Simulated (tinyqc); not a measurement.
Inside a calculation. Method: plane-wave Kohn-Sham cycle with exchange-only LDA in a layered model solid. One step of it, computed by the program tinyqc.

Task: Iteration 2: levels at that k. Diagonalise the Hermitian matrix.

H (hartree):
```
           -3         -2         -1         +0         +1         +2         +3
-3   4.469039  -0.056916   0.003682  -0.001090   0.001434  -0.000122   0.000180
-2  -0.056916   1.816632  -0.056916   0.003682  -0.001090   0.001434  -0.000122
-1   0.003682  -0.056916   0.225188  -0.056916   0.003682  -0.001090   0.001434
+0  -0.001090   0.003682  -0.056916  -0.305293  -0.056916   0.003682  -0.001090
+1   0.001434  -0.001090   0.003682  -0.056916   0.225188  -0.056916   0.003682
+2  -0.000122   0.001434  -0.001090   0.003682  -0.056916   1.816632  -0.056916
+3   0.000180  -0.000122   0.001434  -0.001090   0.003682  -0.056916   4.469039
```

Give: eigenvalues.

Result:

eigenvalues (hartree): -0.3172  0.2196  0.2386  1.8159  1.8190  4.4701  4.4705
